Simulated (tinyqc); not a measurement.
Inter-valley coupling by envelope functions against a chain of atomic planes, step by step. Values are carried at full precision from step to step, so a last printed digit may differ when a step is redone from the rounded ones.

Chain: E(phi) = e0 + 2 v cos(phi) + 2 u cos(2 phi), cos(phi0) = -v/(4u), e0 = 2u + v^2/(4u); plane j = 0, 1, ... has the potential V_j = dE x_j + F (j - 30) a/4 (1 MV/m = 1e-4 V/angstrom). There are 30 barrier planes a side; with y = j - 29.5, x_j = xb (f(y) + f(Nw - y)), f(y) = 1/(1 + exp(y/L)), plus any Ge added in the well. The valley splitting is the spacing of the two lowest levels. Envelope theory: F_j solves a one-valley chain with hopping -b and diagonal 2b + V_j, b = 4u sin^2(phi0), sum F_j^2 = 1; the valleys couple by Dv = sum_j F_j^2 V_j exp(-2 i phi0 j) and split by 2|Dv|.

Constants: hbar^2/2m0 = 3.80998211 eV angstrom^2.

Values chosen for the exercise (near those of the Delta valleys of silicon in a SiGe well; not measured data):
```
symbol  value  unit      meaning
a       5.431  angstrom  lattice constant; planes lie a/4 apart
u       0.642  eV        second-neighbour hopping
v       0.632  eV        nearest hopping
Nw      40               planes in the well
L       1.25   planes    interface width
xb      0.3              Ge fraction of the barriers
dE      0.57   eV        offset per unit Ge fraction
F       2      MV/m      field
js      58               plane j of a Ge spike (the well starts at j = 30)
xs      0.04             Ge fraction added on that plane
```

## Valley phase, mass and the wavelengths that couple the valleys

phi0; b = 4u sin^2(phi0); mass m/m0 = c/(b (a/4)^2), c = hbar^2/2m0. A potential couples the valleys if its phase advances by 2 phi0 a plane, or, since only whole planes count, by 2 pi - 2 phi0: periods pi/phi0 and pi/(pi - phi0) planes.

phi0 = 1.81946 rad
b = 2.41246 eV
mass = 0.8567 m0

periods (planes): pi/phi0 1.7267, pi/(pi - phi0) 2.3761

longer period = 3.2262 angstrom

## The smooth well

Lowest doublet of the chain and the envelope result.

level (meV): chain 16.600, envelope 16.635

splitting (micro-eV): chain 0.281, envelope 0.323

planes covered, 1/sum F^4 = 30.68
largest F_j^2 = 0.04389

The levels agree within 0.03 meV. A graded interface has little Fourier weight at 2 phi0, so the splitting is a small remainder of cancelling terms; the envelope value is 1.15 times that of the chain.

## One plane of added Ge, to first order

F_j^2 of the smooth well on that plane = 0.02586

F_j is the envelope on plane j (sum F_j^2 = 1) and Dv the coupling of the two valleys, which split by 2|Dv|. A single plane has Fourier weight at all wavelengths: it adds dE xs F_j^2 to |Dv|, so the splitting is about 2 dE xs F_j^2 if this term rules, and the mean of the doublet rises by dE xs F_j^2.

splitting = 1179 micro-eV
rise of the mean level = 0.590 meV

The chain with the spike gives 1087 micro-eV and a rise of 0.543 meV; the envelope solved with the spike gives 1085. First order is +9 % off: the state draws back from the spike, which the envelope solved anew includes.

## Checks

- Splitting with a weak spike (0.02) on plane j = 43 from the envelope against the chain (micro-eV): 867 against 869.

Program tinyqc; command `OMP_NUM_THREADS=1 python tinyqc.py 1480699 1480700 out.jsonl`; about 0.09 s on one thread of a shared Intel(R) Xeon(R) Processor @ 2.30GHz.
